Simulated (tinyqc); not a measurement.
From eps_s back to fraction x of A: two-mode optical phonons of a ternary alloy from two coupled oscillators. Computed by tinyqc, a small Python program. Command: `OMP_NUM_THREADS=1 python tinyqc.py 3000844 3000845 out.jsonl twomode inv`. One thread of a shared host (Intel(R) Xeon(R) Processor @ 2.30GHz), about 0.01 s of CPU time with the checks.

An alloy A(x)B(1-x)C has an A-C and a B-C bond oscillator. Each TO frequency moves linearly from the impurity mode (dilute end) to the TO of the pure crystal; each strength is proportional to the number of bonds.

Inputs (values chosen for the exercise, modelled on In(x)Ga(1-x)As, with A-C the InAs-like and B-C the GaAs-like bond):
```
quantity                  value  unit
omega_TO of pure AC       216.5  1/cm
omega_LO of pure AC       238.4  1/cm
omega_TO of pure BC       268.8  1/cm
omega_LO of pure BC       293.6  1/cm
eps_inf of AC              12.5     -
eps_inf of BC              10.8     -
impurity mode of A in BC  232.2  1/cm
impurity mode of B in AC  244.1  1/cm
```

Method:
- omega_1 = (impurity mode of A) + x (omega_TO,AC - impurity mode of A); omega_2 = (impurity mode of B) + (1 - x)(omega_TO,BC - impurity mode of B); eps_inf = x eps_AC + (1 - x) eps_BC; strengths W_1 = x eps_AC (omega_LO,AC^2 - omega_TO,AC^2), W_2 = (1 - x) eps_BC (omega_LO,BC^2 - omega_TO,BC^2).
- eps(omega) = eps_inf + W_1/(omega_1^2 - omega^2) + W_2/(omega_2^2 - omega^2) = 0 is the eigenproblem of the matrix [[omega_1^2 + W_1/eps_inf, sqrt(W_1 W_2)/eps_inf], [sqrt(W_1 W_2)/eps_inf, omega_2^2 + W_2/eps_inf]] for omega_LO^2.
- Uncoupled values keep the diagonal alone. eps_s = eps_inf + W_1/omega_1^2 + W_2/omega_2^2.

Question. A run gave the result below. Find the fraction x of A, known to lie between 0.43 and 0.81.

eps_s = 14.34518

Answer.

Each step takes the trial c = (a f_b - b f_a)/(f_b - f_a), f being the result less the target and a, b, c the logarithms of the listed values; c replaces end b, the old b replaces a if the sign of f changed, and otherwise f_a is halved.

Scan of the range:
```
fraction x of A    eps_s
0.430            13.8726
0.478            13.9821
0.531            14.1028
0.590            14.2369
0.656            14.3864
0.729            14.5512
0.810            14.7333
```

False position (Illinois rule, in the logarithm of the input) inside the bracket:
```
step     end a     end b     trial    eps_s
1     0.590000  0.656000  0.637116  14.3436
2     0.656000  0.637116  0.637790  14.3452
3     0.656000  0.637790  0.637809  14.3452
4     0.637790  0.637809  0.637800  14.3452
```

eps_s rises at every point of a 13-point scan of the range (every second point is shown), so one value fits; it is bracketed by 0.590 and 0.656. Answer: fraction x of A = 0.6378.
